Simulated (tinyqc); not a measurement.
# MOSFET in the linear regime without short-channel effects, parameter extraction from computed curves: effects of single changes

Inversion charge Q = Cox n Vt W0(exp((Vg - VT)/(n Vt))), W0 the Lambert function and n = nf; u = Q/Cox; mobility mu = mu0/(1 + th1 u + th2 u^2); channel resistance Rch = (L - dL)/(W mu Q); Id = Vd/(Rch + Rsd/W). Cox = eps0 eox/tox. Small Vd, no channel-length or drain effects.

Parameters, values chosen for the exercise; channel values of the order met in silicon transistors: temperature T = 200 K; relative permittivity of the gate insulator (close to silicon dioxide) eox = 3.9; insulator thickness tox = 1.6 nm; low-field mobility mu0 = 220 cm^2/(V s); first mobility attenuation factor th1 = 0.23 1/V; second mobility attenuation factor th2 = 0 1/V^2; threshold voltage VT = 0.41 V; body factor nf = 1.43; gate width W = 0.5 um; drawn gate length L = 0.68 um; drawn less effective length dL = 0.003 um; source plus drain resistance Rsd = 380 ohm um; drain voltage Vd = 0.05 V.

Constants: q = 1.602176634e-19 C, kB = 1.380649e-23 J/K, Vt = kB T/q, eps0 = 8.8541878128e-14 F/cm where lengths are in cm. Results are converted to the units shown.

Each table varies one quantity; the others keep the values above.

## Extraction methods against the first mobility attenuation factor

From the continuous curve Id(Vg): tangent at peak gm (V_ext = Vg - Id/gm); constant current Id = 0.1 uA W/L; peak of d2Id/dVg2; Y = Id/sqrt(gm) drawn through Vg = VT + 0.6 and VT + 0.8 V, with intercept VT_Y and slope s. Mobilities gm,max L/(W Cox Vd) and s^2 L/(W Cox Vd) with the drawn L. Last column: share of Rsd/W in the total resistance at VT + 0.8 V.

Results:
columns A: th1 (1/V); B: V_ext (V); C: constant current (V); D: second derivative (V); E: VT_Y (V); F: mobility from gm (cm^2/(V s)); G: mobility from Y (cm^2/(V s)); H: series share (%)
```
A        B      C      D      E    F    G     H
0    0.425  0.371  0.404  0.452  177  204  16.0
0.2  0.418  0.371  0.404  0.452  166  204  14.3
0.4  0.413  0.371  0.403  0.452  157  204  12.9
0.8  0.407  0.371  0.402  0.452  145  204  10.8
1    0.404  0.371  0.401  0.452  140  204  10.0
1.2  0.402  0.371  0.400  0.452  135  204  9.31
```

Estimate the missing row, th1 = 0.6 1/V.

Computed row:
columns A: th1 (1/V); B: V_ext (V); C: constant current (V); D: second derivative (V); E: VT_Y (V); F: mobility from gm (cm^2/(V s)); G: mobility from Y (cm^2/(V s)); H: series share (%)
```
A        B      C      D      E    F    G     H
0.6  0.409  0.371  0.402  0.452  150  204  11.8
```

With this row back in the table: The model has VT = 0.41 V and mu0 = 220 cm^2/(V s). Over the table the extracted thresholds move by 23 mV (tangent), under 0.5 mV (constant current), 4.0 mV (second derivative), under 0.5 mV (Y function). The mobility from gm falls from 177 to 135 and that from Y stays near 204 cm^2/(V s).

## Extraction methods against the drawn gate length

Same model as above.

Extraction methods against the drawn gate length:
columns A: L (um); B: V_ext (V); C: constant current (V); D: second derivative (V); E: VT_Y (V); F: mobility from gm (cm^2/(V s)); G: mobility from Y (cm^2/(V s)); H: series share (%)
```
A          B      C      D      E     F    G     H
0.03   0.380  0.368  0.389  0.452  93.0  226  80.4
0.062  0.391  0.370  0.396  0.452   114  214  65.3
0.13   0.401  0.370  0.400  0.452   134  208  46.6
0.27   0.409  0.370  0.402  0.452   150  206  29.4
0.56   0.415  0.371  0.403  0.452   162  205  16.6
1.2    0.420  0.371  0.404  0.452   170  204  8.49
2.4    0.423  0.371  0.404  0.452   174  204  4.43
5      0.425  0.371  0.404  0.452   177  204  2.17
```

The model has VT = 0.41 V and mu0 = 220 cm^2/(V s). Over the table the extracted thresholds move by 45 mV (tangent), 2.3 mV (constant current), 15 mV (second derivative), under 0.5 mV (Y function). The mobility from gm rises from 93.0 to 177 and that from Y falls from 226 to 204 cm^2/(V s).

tinyqc, about 0.01 s, one thread, Intel Xeon 2.30GHz (shared host): `OMP_NUM_THREADS=1 python tinyqc.py 2210044 2210045 out.jsonl`
